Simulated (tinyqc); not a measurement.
Inside a calculation. Model: van der Pauw, Hall and four-point-probe measurements on a doped layer.

Computed by the program tinyqc: `OMP_NUM_THREADS=1 python tinyqc.py 2850194 2850195 out.jsonl`, one thread of a shared Intel Xeon 2.30GHz, about 0.01 s for the whole run. Printed values are rounded.

A uniform p-type layer with sheet resistance Rs = 1/(q ns mu), point contacts, low field (mu B small).

Inputs (values chosen for the exercise): sheet density of the layer ns = 3.7e14 cm^-2; drift mobility mu = 45 cm^2/(V s); Hall factor rH = 0.8; magnetic field B = 0.55 T; current I = 1000 uA; side ratio a/b of a rectangular sample with corner contacts ar = 1.63; thickness of the layer t = 11 nm.

Constants: q = 1.602176634e-19 C. Results are converted to the units shown.

## Resistances and Hall voltage

Rs = 1/(q ns mu). For a rectangle with contacts at the corners, RA = (8 Rs/pi) sum_(k>=0) ln coth((2k + 1) pi a/(2 b)) with current along a short side b and voltage along the opposite one, RB the same with a and b exchanged; Hall voltage VH = rH B I/(q ns), negative for electrons.

Rs = 374.865 ohm/square
RA = 11.4007 ohm
RB = 285.845 ohm
VH = 0.742234 mV

RB/RA = 25.1; for a square both equal Rs ln 2/pi = 82.7 ohm.

## Starting value

z = 2 ln 2/(pi (RA + RB)), exact for RA = RB.

z at the start = 1.48453 mS

## Iteration 1: new z

The van der Pauw equation exp(-pi RA z) + exp(-pi RB z) = 1 is solved for z = 1/Rs: e1 = exp(-pi RA z), e2 = exp(-pi RB z), f = e1 + e2 - 1, f' = -pi (RA e1 + RB e2), z(new) = z - f/f'.

e1 = 0.948218
e2 = 0.263652
f = 0.211871
f' = -0.270724 kohm
z after iteration 1 = 2.26714 mS

## Iteration 2: new z

As before.

e1 = 0.922008
e2 = 0.130561
f = 0.0525698
f' = -0.150268 kohm
z after iteration 2 = 2.61698 mS

## Course of the iteration

Stop when the step is below 1e-10 mS, or after 40 iterations.

Course of the iteration:
```
iteration  z before the step (mS)  step (mS)
1                         1.48453      0.783
2                         2.26714      0.350
3                         2.61698     0.0498
4                         2.66679    8.34e-4
5                         2.66762    2.27e-7
6                         2.66762    < 1e-13
```

Converged in 6 iterations.

## Sheet density, mobility and bulk values

converged z = 2.66762 mS

Rs = 1/z; Hall sheet density B I/(q |VH|); Hall mobility |VH|/(Rs B I); true values ns = rH times the Hall density, mu = Hall mobility/rH; bulk density ns/t, resistivity Rs t; correction factor F = Rs/[(pi/ln 2)(RA + RB)/2].

Rs = 374.865 ohm/square
Hall sheet density = 4.625e14 cm^-2
Hall mobility = 36 cm^2/(V s)
ns = 3.7e14 cm^-2
mu = 45 cm^2/(V s)
bulk density = 3.36364e20 cm^-3
resistivity = 4.12352e-4 ohm cm
F = 0.556500

Taking the mean of RA and RB without F would overstate Rs by 80 %.
